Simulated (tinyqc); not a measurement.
AlGaN/GaN HEMT with access regions, lumped model: one step of the calculation.

A polarisation-induced electron sheet under a Schottky gate, in series with two ungated access regions and contacts. Drift law v = mu E/(1 + mu E/vs) under the gate. Currents in mA/mm, resistances in ohm mm. No self-heating, no channel-length modulation; fits for polarisation, barrier and offset are chosen for the exercise.

Problem. Polarisation charge, threshold and sheet resistance. sigma = (5e13 x + 1.6e13 x^2) cm^-2, phiB = 0.84 + 1.3 x, dEc = 0.7 (1.71 x + x^2) in volts, Cb = eps0 eps_r/d, VT = phiB - dEc - q sigma/Cb, access density n0 = -Cb VT/q. Rsh = 1/(q mu n0); largest access current q n0 vs.

Values chosen for this exercise; values close to those of AlGaN/GaN structures:
```
symbol,value,unit,meaning
x,0.34,,aluminium share of the barrier
d,15,nm,barrier thickness
eps_r,9.1,,relative permittivity of barrier and channel
mu,1200,cm^2/(V s),channel mobility
vs,1.2e7,cm/s,saturation velocity
```

Constants: q = 1.602176634e-19 C, eps0 = 8.8541878128e-14 F/cm where lengths are in cm. Results are converted to the units shown.

Wanted: sigma; Cb; VT; n0; Rsh; q n0 vs.

Solution.

sigma = 1.8850e13 cm^-2
Cb = 0.53715 uF/cm^2
VT = -4.8282 V
n0 = 1.6187e13 cm^-2
Rsh = 321.32 ohm
q n0 vs = 3112.2 mA/mm

Numbers from tinyqc (`OMP_NUM_THREADS=1 python tinyqc.py 2570147 2570148 out.jsonl`; about 0.02 s on one thread of a shared Intel Xeon 2.30GHz).
